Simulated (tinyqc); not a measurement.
Silicon n-p-n transistor, Gummel numbers and transit times: one step of the calculation.

One-dimensional n-p-n transistor in the forward active mode at low injection. In the base p(x) = NB exp(-eta x/wb) and ni(x)^2 = ni^2 exp((g0 + g1 x/wb)/Vt); electrons leave the base at vsat; band spikes at the emitter junction and recombination inside the emitter are ignored.

Problem. Base Gummel number and transit time. f(x) = p(x) ni^2/ni(x)^2; I(x) = integral from x to wb of f/Dn, plus f(wb)/vsat; base Gummel number GB = I(0); electron density per unit flux n/(J/q) = I/f; base transit time tauB = integral of I/f over the base. Trapezoid rule on 9 equal steps.

Inputs (values chosen for the exercise); band and dielectric values close to those of silicon: temperature T = 300 K; saturation velocity vsat = 1.01e7 cm/s; neutral base width wb = 56 nm; base doping at the emitter edge NB = 5.2e17 cm^-3; doping falls as exp(-eta x/wb) eta = 1; gap reduction at the emitter edge of the base g0 = 0 eV; further gap reduction across the base (linear) g1 = 0 eV; electron diffusion coefficient in the base Dn = 4.9 cm^2/s.

Constants: q = 1.602176634e-19 C, kB = 1.380649e-23 J/K, Vt = kB T/q. Results are converted to the units shown.

Give: x; f; I; I/f; GB; tauB.

Solution.

```
point  x (nm)  f (cm^-3)  I (s/cm^4)  I/f (s/cm)
0       0.000  5.2000e17   3.9499e11   7.5959e-7
1       6.222  4.6532e17   3.3243e11   7.1441e-7
2      12.444  4.1638e17   2.7645e11   6.6392e-7
3      18.667  3.7260e17   2.2635e11   6.0750e-7
4      24.889  3.3341e17   1.8153e11   5.4445e-7
5      31.111  2.9835e17   1.4141e11   4.7398e-7
6      37.333  2.6698e17   1.0552e11   3.9524e-7
7      43.556  2.3890e17   7.3401e10   3.0724e-7
8      49.778  2.1378e17   4.4659e10   2.0891e-7
9      56.000  1.9130e17   1.8940e10   9.9010e-8
```

GB = 3.9499e11 s/cm^4
tauB = 2.7035 ps

Range of the model: Heavy doping makes emitter or base degenerate; gE and g0 are to be read as apparent gap changes that include this.

tinyqc, about 0.01 s, one thread, Intel Xeon 2.30GHz (shared host): `OMP_NUM_THREADS=1 python tinyqc.py 2320135 2320136 out.jsonl`
